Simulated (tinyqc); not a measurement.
# Trap density and cross-section from the conductance peak

Problem. For a continuum of interface traps on an n-type substrate Gp/w peaks at 2 pi f tau = 1.9803 with the height 0.40237 q Dit, and tau = 1/(sn vth Nd exp(psi/Vt)) with psi = ps. Find Dit, tau and sn.

Parameters, values chosen for the exercise:
- T = 350 K (temperature)
- Nd = 4.2e16 cm^-3 (donor density)
- ps = -0.232 V (band bending psi)
- vth = 2.5e7 cm/s (thermal velocity)

Constants: q = 1.602176634e-19 C, kB = 1.380649e-23 J/K, Vt = kB T/q. Results are converted to the units shown.

peak Gp/w = 6.3177446 nF/cm^2
frequency of the peak = 1812.4611 Hz

Solution. The height gives Dit, the position tau, and tau with the surface density gives sn.

Dit = 9.80e10 cm^-2 eV^-1
tau = 1.74e-4 s
sn = 1.20e-17 cm^2

Program tinyqc, `OMP_NUM_THREADS=1 python tinyqc.py 2030113 2030114 out.jsonl`; Intel Xeon 2.30GHz, shared host, one thread, about 0.02 s.
